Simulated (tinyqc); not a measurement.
Ballistic Schottky-barrier transistor with a two-dimensional channel, WKB contacts: one step of the calculation.

Source Fermi level 0, drain Fermi level -Vd. Far from the contacts Ec = pn - psi, and the gate moves psi one to one; the band edges relax as exp(-x/lam) from pn at the source and pn - Vd at the drain; Ev = Ec - Eg. A carrier of energy w inside the channel band meets at a contact a barrier of height D (the contact edge beyond the channel edge): T = 1 for w >= D, else exp(-S), S = 4 lam sqrt(m/C) [sqrt(D - w) - sqrt(w) arctan sqrt((D - w)/w)], C = hbar^2/(2 m0). The two contacts combine as Ts Td/(Ts + Td - Ts Td).

Task. Current of the holes on a coarse grid. I/W = g (2 q^2/h) int T(w) [N(Es + w) - N(Ed + w)] dw with w the energy of motion along the channel, N(y) = (1/2 pi) sqrt(pi m kB T/C) Fm(-y/kB T), Fm(x) = (1/sqrt(pi)) int_0^infinity u^(-1/2)/(1 + exp(u - x)) du. Electrons: Ds = psi, Dd = psi - Vd, Es = Ec, Ed = Ec + Vd. Holes: Ds = -psi, Dd = Vd - psi, Es = -Ev, Ed = -Ev - Vd. The size of each current is taken; both flow from drain to source and add. Simpson's rule on nE equally spaced w from 0 to wm.

Values chosen for this exercise; channel values close to those of a tungsten diselenide layer: temperature T = 250 K; band gap Eg = 1.4 eV; barrier for electrons at both contacts pn = 0.92 eV; hole mass mp = 0.41 m0; valleys or subbands g = 2; screening length at the contacts lam = 2.9 nm; drain bias Vd = 0.5 V; band shift psi of the channel by the gate ps = -0.16 V; upper end of the grid wm = 0.81 eV; points of the grid nE = 13.

Constants: q = 1.602176634e-19 C, kB = 1.380649e-23 J/K, hbar = 1.054571817e-34 J s, h = 6.62607015e-34 J s, m0 = 9.1093837015e-31 kg, Vt = kB T/q, hbar^2/(2 m0) = 0.0380998212 eV nm^2. Results are converted to the units shown.

Find: w; Ts; Td; T; size of the supply difference; current.

Result.

w, point 0 to 12 (eV): [0.0000, 0.0675, 0.1350, 0.2025, 0.2700, 0.3375, 0.4050, 0.4725, 0.5400, 0.6075, 0.6750, 0.7425, 0.8100]
Ts, point 0 to 12: [2.452e-7, 0.04817, 0.7154, 1.000, 1.000, 1.000, 1.000, 1.000, 1.000, 1.000, 1.000, 1.000, 1.000]
Td, point 0 to 12: [3.750e-14, 4.226e-8, 5.176e-6, 1.373e-4, 0.001617, 0.01113, 0.05119, 0.1698, 0.4215, 0.7875, 1.000, 1.000, 1.000]
T, point 0 to 12: [3.750e-14, 4.226e-8, 5.176e-6, 1.373e-4, 0.001617, 0.01113, 0.05119, 0.1698, 0.4215, 0.7875, 1.000, 1.000, 1.000]
size of the supply difference, point 0 to 12 (1/um): [440.2, 343.9, 203.9, 38.53, 2.061, 0.09072, 0.003955, 1.724e-4, 7.511e-6, 3.273e-7, 1.426e-8, 6.216e-10, 2.709e-11]
current = 0.1205 uA/um

Range of the model: No scattering, image-force lowering, channel charge or band-to-band tunnelling; parabolic kappa overstates S deep in the gap.

Computed by the program tinyqc: `OMP_NUM_THREADS=1 python tinyqc.py 2390017 2390018 out.jsonl`, one thread of a shared Intel Xeon 2.30GHz, about 0.1 s for the whole run.
